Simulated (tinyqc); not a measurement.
# In-plane mass from two subband densities

Problem. At zero temperature each occupied subband holds N_k = D (EF - E_k), D = md m0 q/(pi hbar^2) per eV. Two subbands are occupied. Find md, EF - E1 and EF - E2.

Constants: q = 1.602176634e-19 C, hbar = 1.054571817e-34 J s, m0 = 9.1093837015e-31 kg. Results are converted to the units shown.

N1, N2 (cm^-2): 6.7637876e11  1.6e11
E2 - E1 = 33.5 meV

Answer. N1 - N2 = D (E2 - E1) gives D and so md; each N_k/D is a distance to EF.

md = 0.0369 m0
EF - E1 = 43.9 meV
EF - E2 = 10.4 meV

Program tinyqc, `OMP_NUM_THREADS=1 python tinyqc.py 2140101 2140102 out.jsonl`; Intel Xeon 2.30GHz, shared host, one thread, about 0.1 s.
